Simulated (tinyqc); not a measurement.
Junction parameters from two forward currents.

Inverse problem. D(v) = J1 (exp(v/Vt) - 1) + J2 (exp(v/(2 Vt)) - 1). Find J1, J2 and the voltage 2 Vt ln(J2/J1) near which both parts are equal.

Values chosen for this exercise: temperature T = 398 K.

Constants: q = 1.602176634e-19 C, kB = 1.380649e-23 J/K, Vt = kB T/q. Results are converted to the units shown.

junction voltages (V): [0.29, 0.66]
currents (uA/um): [1.4263773e-6, 6.8125328e-4]

Answer. The current is linear in J1 and J2, so two points give two equations.

J1 = 1.600e-12 uA/um
J2 = 2.100e-8 uA/um
crossover = 0.6504 V

Computed by the program tinyqc: `OMP_NUM_THREADS=1 python tinyqc.py 2182189 2182190 out.jsonl`, one thread of a shared Intel Xeon 2.30GHz, about 0.2 s for the whole run.
